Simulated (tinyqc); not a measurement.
Six-band hole subbands of a thin body in a field: one step. Its levels. Two cases, with inputs chosen for the exercise.

Task: Diagonalise; the levels come in pairs. Give each pair and its weights on X, Y, Z, summed over spin and averaged over the pair.

Case 1.

H (meV), lower triangle (Hermitian):
```
                   X+         Y+        Z+                 X-        Y-
X+           280.2589
Y+  171.6668-14.3333i   280.2589
Z+                  0          0  295.7023
X-                  0          0   14.3333           280.2589
Y-                  0          0  14.3333i  171.6668+14.3333i  280.2589
Z-           -14.3333  -14.3333i         0                  0         0

          Z-
Z-  295.7023
```

Case 2.

H (meV), lower triangle (Hermitian):
```
                  X+         Y+        Z+                X-       Y-        Z-
X+           96.6744
Y+  38.6464-15.0000i    96.6744
Z+                 0          0  160.9288
X-                 0          0   15.0000           96.6744
Y-                 0          0  15.0000i  38.6464+15.0000i  96.6744
Z-          -15.0000  -15.0000i         0                 0        0  160.9288
```

Give: levels; weights.

Result:

Case 1.

levels (meV): 106.99  295.29  453.93

weights:
```
   pair 1  pair 2  pair 3
X   0.497   0.007   0.496
Y   0.497   0.007   0.496
Z   0.005   0.986   0.009
```

Case 2.

levels (meV): 53.83  129.07  171.38

weights:
```
   pair 1  pair 2  pair 3
X   0.493   0.395   0.112
Y   0.493   0.395   0.112
Z   0.013   0.210   0.777
```

Computed by tinyqc, one run a case: `OMP_NUM_THREADS=1 python tinyqc.py N N+1 out.jsonl` with N = 1281040, 1281103; one thread of a shared Intel(R) Xeon(R) Processor @ 2.30GHz, about 0.6 s a run at most.
